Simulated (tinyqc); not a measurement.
# MOS capacitor on an n-type substrate, surface potential from the exact charge relation: effect of the density of interface traps on threshold and swing

Uniform n-type substrate, Boltzmann statistics, full ionisation, classical densities. psi is the surface potential against the body (positive when the bands bend down) and u = -psi/Vt. Traps are spread evenly over the gap and neutral at flat band, so their charge is -q Dit psi; the minority quasi-Fermi level is shifted by Vb.

ni = sqrt(Nc Nv) exp(-Eg/(2 Vt)), Eg in volts; phiF = Vt ln(N/ni); Cox = eps0 eox/tox; Vfb = phiM - chi - Vt ln(Nc/N) - q Nf/Cox; VT = Vfb - [(2 phiF + Vb)(1 + q Dit/Cox) + sqrt(2 eps0 eps_r q N (2 phiF + Vb))/Cox]. gamma = sqrt(2 eps0 eps_r q N)/Cox; Wm = sqrt(2 eps0 eps_r (2 phiF + Vb)/(q N)); m = 1 + (eps0 eps_r/Wm + q Dit)/Cox; swing m Vt ln 10; Cmin/Cox = 1/(1 + Cox Wm/(eps0 eps_r)).

Inputs (values chosen for the exercise); band and dielectric values close to those of gallium arsenide: temperature T = 300 K; band gap Eg = 1.41 eV; relative permittivity eps_r = 12.9; conduction-band density of states at T Nc = 4.44e17 cm^-3; valence-band density of states at T Nv = 8.87e18 cm^-3; electron affinity chi = 4 eV; donor density of the substrate N = 5.3e16 cm^-3; relative permittivity of the gate insulator (close to silicon dioxide) eox = 3.9; insulator thickness tox = 21 nm; gate work function phiM = 4.04 eV; fixed charge at the interface, in units of q Nf = 1.4e10 cm^-2; reverse bias of the inversion layer against the body Vb = 0 V.

Constants: q = 1.602176634e-19 C, kB = 1.380649e-23 J/K, Vt = kB T/q, eps0 = 8.8541878128e-14 F/cm where lengths are in cm. Results are converted to the units shown.

The same in every row: Vfb (V) = -0.02859; 2 phiF (V) = 1.223; gamma (V^0.5) = 0.8470; Wm (nm) = 181.4; Cmin/Cox = 0.2769.

Results:

| Dit (cm^-2 eV^-1) | VT (V) | m | swing (mV/decade) |
|---|---|---|---|
| 0 | -2.188 | 1.383 | 82.32 |
| 1e10 | -2.200 | 1.393 | 82.90 |
| 1e11 | -2.307 | 1.480 | 88.12 |
| 3e11 | -2.545 | 1.675 | 99.72 |
| 1e12 | -3.379 | 2.357 | 140.3 |
| 3e12 | -5.762 | 4.306 | 256.3 |
| 1e13 | -14.10 | 11.13 | 662.3 |

Estimate the missing row, Dit = 3e10 cm^-2 eV^-1.

Computed row:

| Dit (cm^-2 eV^-1) | VT (V) | m | swing (mV/decade) |
|---|---|---|---|
| 3e10 | -2.224 | 1.412 | 84.06 |

With this row back in the table: As Dit goes from 0 to 1e13, VT falls from -2.19 to -14.1 V, the swing rises from 82.3 to 662 mV/decade and Cmin/Cox stays at 0.277. Vfb does not move.

Numbers from tinyqc (`OMP_NUM_THREADS=1 python tinyqc.py 2060120 2060121 out.jsonl`; about 0.01 s on one thread of a shared Intel Xeon 2.30GHz).
